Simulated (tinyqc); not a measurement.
From results back to parameters: coherent potential approximation for a binary alloy with a semi-elliptic band. Three cases, with inputs chosen for the exercise.

Problem. With levels eA = -x d and eB = (1 - x) d on a semi-elliptic band of half width W, the alloy density has second moment W^2/4 + x (1 - x) d^2 and third moment x (1 - x)(1 - 2x) d^3 about its centre (exact, and kept by the CPA). The moments below come from hidden x and d > 0.

Case 1.

Values chosen: W = 1.4 eV (half width of the pure band).
second moment = 0.511239 eV^2
third moment = 0.006423 eV^3

Case 2.

Values chosen: W = 2.2 eV (half width of the pure band).
second moment = 4.048089 eV^2
third moment = 0.191287 eV^3

Case 3.

Values chosen: W = 3.4 eV (half width of the pure band).
second moment = 6.189799 eV^2
third moment = 14.018868 eV^3

Find: d; x.

Solution. v = m2 - W^2/4 = x (1 - x) d^2 and u = m3/v = (1 - 2x) d; then d^2 = u^2 + 4v and x = (1 - u/d)/2.

Case 1.

d = 0.42 eV
x = 0.14

Case 2.

d = 3.37 eV
x = 0.49

Case 3.

d = 5.59 eV
x = 0.12

Computed by tinyqc, one run a case: `OMP_NUM_THREADS=1 python tinyqc.py N N+1 out.jsonl` with N = 1480543, 1480586, 1480762; one thread of a shared Intel(R) Xeon(R) Processor @ 2.30GHz, about 0.02 s a run at most.
